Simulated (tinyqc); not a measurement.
# Double-gate transistor below threshold, two-dimensional Poisson equation on a small mesh: what changes with what

Half of a symmetric double-gate structure: row 0 is the mid-plane of the body, where the normal field vanishes. Mobile charge is neglected (subthreshold), the body is fully depleted, and potentials are counted from the intrinsic level; rows run upward to the gate, columns from source to drain.

Values chosen for this exercise; semiconductor permittivity made up: temperature T = 293 K; relative permittivity of the semiconductor eps_r = 11.1; relative permittivity of the insulator eox = 3.9; half the body thickness tb = 5 nm; insulator thickness tox = 1.9 nm; channel length L = 39 nm; acceptor density of the depleted body Na = 1.9e18 cm^-3; potential of the source Vbi = 0.48 V; gate offset Vfb = -0.08 V; gate voltage Vg = 0.05 V; drain voltage Vd = 0.05 V.

Constants: q = 1.602176634e-19 C, kB = 1.380649e-23 J/K, Vt = kB T/q, eps0 = 8.8541878128e-14 F/cm where lengths are in cm. Results are converted to the units shown.

Each table varies one quantity; the others keep the values above.

## Effect of the relative permittivity of the insulator

Mesh: rows i = 0..12 in the semiconductor (step hs = tb/12, row 12 on the interface), then 8 step(s) ho = tox/8 up to the gate row 20; columns j = 0..80 (step hy = L/80). Box integration, divided by eps0: up_i = eps hy/h of the interval above row i, dn_i = that of the interval below (0 for row 0), lat_i = (sum of eps h/2 over the intervals above and below)/hy, s_i = -q Na w_i hy/eps0 with w_i the semiconductor height of the box (hs/2 for row 0 and the interface row, hs between, 0 in the insulator). Each free node obeys (up + dn + 2 lat) psi = up psi(above) + dn psi(below) + lat [psi(left) + psi(right)] + s. Fixed values: gate row Vg - Vfb; column 0 at Vbi and the last column at Vbi + Vd in the semiconductor, each running linearly to Vg - Vfb across the insulator. The system is solved directly. On row 0 the minimum of psi and its place come from a parabola through the three lowest nodes; barrier = Vbi - minimum, swing = Vt ln 10/(d psi/dVg), DIBL = (d psi/dVd)/(d psi/dVg) there. Lambda = pi/k with k the smallest positive root of tan(k tox) tan(k tb) = eox/eps_r.

Results:
```
eox	L/Lambda	barrier (V)	place y/L	swing (mV/decade)	DIBL (mV/V)
3.9	2.049	0.4291	0.4920	63.86	46.66
5.9	2.364	0.4182	0.4926	61.64	28.46
13	2.932	0.4031	0.4936	59.64	12.16
20	3.189	0.3978	0.4940	59.17	8.370
30	3.384	0.3941	0.4943	58.92	6.318
```

Estimate the missing row, eox = 8.8.

Computed row:
```
eox	L/Lambda	barrier (V)	place y/L	swing (mV/decade)	DIBL (mV/V)
8.8	2.662	0.4097	0.4932	60.37	18.11
```

With this row back in the table: As eox goes from 3.9 to 30, the barrier falls from 0.429 to 0.394 V, the swing falls from 63.9 to 58.9 mV a decade and DIBL falls from 46.7 to 6.32 mV/V; the ideal swing is 58.1. L/Lambda goes from 2.0 to 3.4.

## Effect of the acceptor density of the depleted body

Same model as above.

Results:
```
Na (cm^-3)	L/Lambda	barrier (V)	place y/L	swing (mV/decade)	DIBL (mV/V)
0	2.049	0.3165	0.4896	63.87	45.96
5e17	2.049	0.3462	0.4903	63.86	46.18
2e18	2.049	0.4351	0.4921	63.86	46.69
3e18	2.049	0.4943	0.4929	63.86	46.94
5e18	2.049	0.6129	0.4941	63.86	47.31
```

Estimate the missing row, Na = 1e18 cm^-3.

Computed row:
```
Na (cm^-3)	L/Lambda	barrier (V)	place y/L	swing (mV/decade)	DIBL (mV/V)
1e18	2.049	0.3758	0.4910	63.86	46.37
```

With this row back in the table: As Na goes from 0 to 5e18 cm^-3, the barrier rises from 0.317 to 0.613 V, the swing stays near 63.9 mV a decade and DIBL rises from 46.0 to 47.3 mV/V; the ideal swing is 58.1. The barrier top moves from y/L = 0.490 to 0.494.

## Effect of half the body thickness

Same model as above.

Results:
```
tb (nm)	L/Lambda	barrier (V)	place y/L	swing (mV/decade)	DIBL (mV/V)
2	3.407	0.3855	0.4943	58.73	4.795
2.6	2.973	0.3955	0.4937	59.34	9.709
3.5	2.526	0.4091	0.4929	60.65	20.43
6.1	1.811	0.4419	0.4914	66.96	72.17
8	1.518	0.4608	0.4908	73.77	128.4
```

Estimate the missing row, tb = 4.6 nm.

Computed row:
```
tb (nm)	L/Lambda	barrier (V)	place y/L	swing (mV/decade)	DIBL (mV/V)
4.6	2.155	0.4241	0.4922	62.89	38.68
```

With this row back in the table: As tb goes from 2 to 8 nm, the barrier rises from 0.386 to 0.461 V, the swing rises from 58.7 to 73.8 mV a decade and DIBL rises from 4.79 to 128 mV/V; the ideal swing is 58.1. L/Lambda goes from 3.4 to 1.5. At tb = 2 nm the body is under 5 nm thick, where quantum confinement matters.

tinyqc, about 0.1 s, one thread, Intel Xeon 2.30GHz (shared host): `OMP_NUM_THREADS=1 python tinyqc.py 2480120 2480121 out.jsonl`
